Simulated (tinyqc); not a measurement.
Composition and strain of an epitaxial Si(1-x)Ge(x) layer from Raman and X-ray peaks: one step, computed by the program tinyqc. Command: `OMP_NUM_THREADS=1 python tinyqc.py 3023172 3023173 out.jsonl epiraman walk`. One thread of a shared host (Intel(R) Xeon(R) Processor @ 2.30GHz), about 0.01 s of CPU time with the checks.

A (001) layer, biaxially strained in the plane. The Raman peaks follow empirical lines omega = w0 + c1 x + c3 x^3 + b eps (c3 for Si-Ge alone), with eps the in-plane strain.

Question. Raman peaks. Insert x and eps in the three lines; the strain part is b eps.

Inputs (values chosen for the exercise, modelled on silicon-germanium): Ge fraction x = 0.16; Si-Si: w0 = 520.5 1/cm; Si-Si: c1 = -67.8 1/cm; Si-Si: strain coefficient b = -725 1/cm; Si-Ge: w0 = 400.4 1/cm; Si-Ge: c1 = 25.4 1/cm; Si-Ge: c3 = -33.6 1/cm; Si-Ge: strain coefficient b = -573 1/cm; Ge-Ge: w0 = 280.5 1/cm; Ge-Ge: c1 = 20.3 1/cm; Ge-Ge: strain coefficient b = -432 1/cm.

Substrate: silicon.

in-plane strain eps = -0.6032255 per mille

Give: Si-Si peak; Si-Ge peak; Ge-Ge peak; strain parts.

Answer.

Si-Si peak = 510.1 1/cm

Si-Ge peak = 404.7 1/cm

Ge-Ge peak = 284.0 1/cm

strain parts (1/cm): Si-Si 0.4373, Si-Ge 0.3456, Ge-Ge 0.2606

Read as unstrained, the Si-Si peak would give x = 0.154 in place of 0.16. Caution: near either end one of the like-atom peaks is weak, since its intensity follows the number of such bonds.
